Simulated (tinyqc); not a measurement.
Sheet resistance and Hall data of a diffused or implanted layer: one step, computed by the program tinyqc. Command: `OMP_NUM_THREADS=1 python tinyqc.py 3010775 3010776 out.jsonl layer walk`. One thread of a shared host (Intel(R) Xeon(R) Processor @ 2.30GHz), about 0.01 s of CPU time with the checks.

Carriers are taken equal to the net active doping down to the junction (full ionisation, which deep dopants in wide-gap hosts do not reach; no spill-over, no depletion), and the Hall factor is 1.

Task: Profile. N(x) = N_0 erfc(x/l), dose N_0 l/sqrt(pi), junction x_j = l erfc^-1(N_B/N_0). Mobility mu = mu_min + (mu_max - mu_min)/(1 + (N_t/N_ref)^alpha), N_t = active doping + N_B; carriers n = active doping - N_B, all dopants active. sigma = e n mu.

Inputs (values chosen for the exercise, modelled on phosphorus in silicon):
```
quantity,value,unit
mu_min,71,cm^2/(V s)
mu_max,1450,cm^2/(V s)
N_ref,9.8e+16,1/cm^3
exponent alpha,0.72,-
peak concentration N_0,9.4e+19,1/cm^3
length scale l,220,nm
background doping N_B (opposite type),2e+14,1/cm^3
```

Profile: complementary error function. Activation: complete.

Constants: e = 1.602176634e-19 C.

Give: Depth, doping, carriers, mobility and conductivity at 2, 10, 20, 35, 50, 65, 80, 90 and 98 % of the layer.

Result:

Depth, doping, carriers, mobility and conductivity at 2, 10, 20, 35, 50, 65, 80, 90 and 98 % of the layer:
```
x (nm),N (1/cm^3),n (1/cm^3),mu (cm^2/(V s)),sigma (S/cm)
14.8,8.690e+19,8.690e+19,81,1.132e+03
73.8,5.973e+19,5.973e+19,84,8.086e+02
147.5,3.225e+19,3.225e+19,92,4.749e+02
258.1,9.123e+18,9.123e+18,122,1.780e+02
368.8,1.670e+18,1.670e+18,229,6.138e+01
479.4,1.935e+17,1.933e+17,595,1.842e+01
590.0,1.401e+16,1.381e+16,1175,2.599e+00
663.8,1.864e+15,1.664e+15,1369,3.651e-01
722.8,3.180e+14,1.180e+14,1419,2.683e-02
```

The mobility varies by a factor 17.4 across these points and the conductivity by 42200.
